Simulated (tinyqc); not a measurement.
Off-state leakage of single and stacked transistors: two steps of the calculation.

n-channel devices of unit width. Subthreshold current I(Vg, Vs, Vd) = I0 (T/300 K)^0.5 exp[(Vg - Vs - VT(T) - gb (Vs - Vb) + dd (Vd - Vs))/(nf Vt)] (1 - exp(-(Vd - Vs)/Vt)), VT(T) = VT - cT (T - 300 K). Gate-edge tunnelling Ig (Vd/1 V) exp(ag (Vd - 1 V)), for a gate at 0 V, and band-to-band leakage Ab u exp(-Bb/u), u = Vd - Vb + 1 V, flow at a drain held at V; both are taken as independent of T. In a stack of off transistors (all gates at 0 V) the same subthreshold current passes through each.

Parameters, values chosen for the exercise; values of the order met in bulk silicon logic transistors: temperature T = 398 K; supply voltage V = 0.7 V; threshold at 300 K, zero drain and body bias VT = 0.26 V; fall of the threshold with temperature cT = 0.7 mV/K; current at threshold at 300 K I0 = 0.4 uA/um; slope factor nf = 1.36; drain-induced lowering per volt dd = 0.05; rise of the threshold per volt of source-body bias gb = 0.13; gate-edge tunnelling current at 1 V Ig = 7e-6 uA/um; exponential slope of the gate current ag = 4.2 1/V; prefactor of band-to-band leakage at the drain Ab = 20 uA/(um V); its exponential voltage Bb = 21 V; body voltage Vb = -0.3 V.

Constants: q = 1.602176634e-19 C, kB = 1.380649e-23 J/K, Vt = kB T/q. Results are converted to the units shown.

Task 1. Leakage of one transistor. Vg = Vs = 0, Vd = V; effective threshold VT(T) - gb Vb - dd V.

Wanted: effective threshold; parts; total; shares.

Result 1.

effective threshold = 0.1954 V
parts (nA/um): subthreshold 6.984, gate edge 0.001390, band-to-band 1.101
total = 8.087 nA/um
shares (%): subthreshold 86.36, gate edge 0.01719, band-to-band 13.62

The subthreshold part is the largest.

Task 2. New Vx. Stack of two, Vx the node between them: I_low = I(0, 0, Vx), I_up = I(0, Vx, V), f = ln(I_up/I_low), f' = -(1 + gb + 2 dd)/(nf Vt) - 1/(Vt (exp(Vx/Vt) - 1)) - 1/(Vt (exp((V - Vx)/Vt) - 1)), Vx(new) = Vx - f/f'.

Vx at the start = 0.028 V

Give: I_low; I_up; f; f'; Vx after iteration 1.

Result 2.

I_low = 1.896 nA/um
I_up = 3.439 nA/um
f = 0.5954
f' = -49.47 1/V
Vx after iteration 1 = 0.04004 V

Numbers from tinyqc (`OMP_NUM_THREADS=1 python tinyqc.py 2242163 2242164 out.jsonl`; about 0.04 s on one thread of a shared Intel Xeon 2.30GHz).
